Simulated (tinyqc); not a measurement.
Drifting, spreading and decaying minority pulse (Haynes-Shockley), explicit time steps: one step of the calculation.

Low injection in a uniform field: dn/dt = D d2n/dx2 - v dn/dx - n/tau with D = mu Vt and v = mu F towards +x. Exact solution on an infinite bar for a Gaussian start at x0: n = N0 exp(-t/tau) exp(-(x - x0 - v t)^2/(2 s^2))/sqrt(2 pi s^2), s^2 = s0^2 + 2 D t.

Problem. Densities after a time step. (L n)_i = a n_(i-1) + b n_i + c n_(i+1), n = 0 beyond the ends. Explicit step: n(new) = n + L n.

a = 0.50345742
b = -0.81071444
c = 0.29865702
n at t = 0, node 1 to 12 (in units of 1e11 cm^-3): 0.1182762  0.8678396  2.8692265  4.2743816  2.8692265  0.8678396  0.1182762  0.0072634  0.0002010  0.0000025  0.0000000  0.0000000

Wanted: n at t = 1 dt.

Solution.

n at t = 1 dt, node 1 to 12 (in units of 1e11 cm^-3): 0.2816  1.0807  2.2566  3.1105  2.9543  1.6441  0.4615  0.0610  0.0037  0.0001  0.0000  0.0000

Program tinyqc, `OMP_NUM_THREADS=1 python tinyqc.py 2310112 2310113 out.jsonl`; Intel Xeon 2.30GHz, shared host, one thread, about 0.01 s.
